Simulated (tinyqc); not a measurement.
MOS capacitor with interface traps: C-V stretch-out, conductance peak and subthreshold swing: one step, computed by the program tinyqc.

Energies at the interface are counted from the valence band. psi > 0 means bending towards depletion, so the surface potential is +psi. Boltzmann statistics, full ionisation, no quantum confinement. Traps are neutral when filled up to E_n, with a sharp (zero-temperature) occupation.

Problem. Substrate and insulator. N_c = 2 M_c (2 pi m_e k_B T/h^2)^(3/2) and N_v = 2 (2 pi m_h k_B T/h^2)^(3/2), masses in units of m_0. n_i = sqrt(N_c N_v) exp(-E_g/2 k_B T); E_F = k_B T ln(N_v/N); phi_B = (k_B T/e) ln(N/n_i); L_D = sqrt(eps_s eps_0 k_B T/(e^2 N)); C_ox = eps_ox eps_0/t_ox.

Inputs (values chosen for the exercise, modelled on InP, with an insulator like HfO2):
```
quantity,value,unit
gap E_g,1.34,eV
electron mass m_e,0.0801,m_0
valleys M_c,1,-
hole mass m_h,0.588,m_0
dielectric constant eps_s,12.1,-
doping N,1.1e+16,cm^-3
insulator constant eps_ox,21.7,-
insulator thickness t_ox,33,nm
temperature T,400,K
```

Substrate: p-type. Trap spectrum: flat plus a Gaussian peak.

Constants: m_0 = 9.1093837015e-31 kg; k_B = 1.380649e-23 J/K; h = 6.62607015e-34 J s; k_B = 8.617333262e-05 eV/K; eps_0 = 8.8541878128e-12 F/m; e = 1.602176634e-19 C.

Give: k_B T; n_i; bulk E_F; phi_B; Debye length L_D; C_ox; effective density of states of the majority band.

Solution.

k_B T = 0.03447 eV

n_i = 1.413e+10 cm^-3

bulk E_F = 0.2540 eV

phi_B = 0.4676 V

Debye length L_D = 45.78 nm

C_ox = 0.5822 microF/cm^2

effective density of states of the majority band = 1.742e+19 cm^-3
